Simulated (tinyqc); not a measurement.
Ten-year voltage from two stress tests.

Inverse problem. Lifetimes follow tau = t0 exp(B/Vd). Ten years are 3.15576e8 s. Find B, t0 and the drain voltage for ten years.

lifetimes at Vd = 4.6 and 5.2 V (s): 3.3e5  27544.8356

Answer. ln(tau) is linear in 1/Vd.

B = 99.0 V
t0 = 1.49e-4 s
ten-year voltage = 3.49 V

tinyqc, about 0.01 s, one thread, Intel Xeon 2.30GHz (shared host): `OMP_NUM_THREADS=1 python tinyqc.py 2550169 2550170 out.jsonl`
